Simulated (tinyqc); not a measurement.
Heisenberg spin cluster by exact diagonalisation: multiplets, susceptibility, level crossings: one step, computed by the program tinyqc. Command: `OMP_NUM_THREADS=1 python tinyqc.py 3003656 3003657 out.jsonl spincl walk`. One thread of a shared host (Intel(R) Xeon(R) Processor @ 2.30GHz), about 0.01 s of CPU time with the checks.

H = J1 sum S_i.S_j over the bonds 1-2, 3-4 + J2 sum over 2-3 - g mu_B B S_z; J > 0 is antiferromagnetic.

Question. The block with S_z = 0. Basis: products of m values. S_i.S_j = m_i m_j on the diagonal and (1/2) sqrt[s(s+1) - m_i(m_i+1)] sqrt[s(s+1) - m_j(m_j-1)], s the spin of a site, between states that differ by one flip up and one down.

Inputs (values chosen for the exercise, for a model cluster): exchange J1 = 12.8 meV; exchange J2 = -5 meV.

Cluster: chain of four, J1 outer bonds and J2 in the middle. Spin s of each site: 0.5.

Give: H at B = 0.

Answer.

H at B = 0 (meV), lower triangle (symmetric):
```
                     +0.5 +0.5 -0.5 -0.5  +0.5 -0.5 +0.5 -0.5  +0.5 -0.5 -0.5 +0.5  -0.5 +0.5 +0.5 -0.5  -0.5 +0.5 -0.5 +0.5  -0.5 -0.5 +0.5 +0.5
+0.5 +0.5 -0.5 -0.5                 7.65
+0.5 -0.5 +0.5 -0.5                -2.50                -5.15
+0.5 -0.5 -0.5 +0.5                 0.00                 6.40                -7.65
-0.5 +0.5 +0.5 -0.5                 0.00                 6.40                 0.00                -7.65
-0.5 +0.5 -0.5 +0.5                 0.00                 0.00                 6.40                 6.40                -5.15
-0.5 -0.5 +0.5 +0.5                 0.00                 0.00                 0.00                 0.00                -2.50                 7.65
```
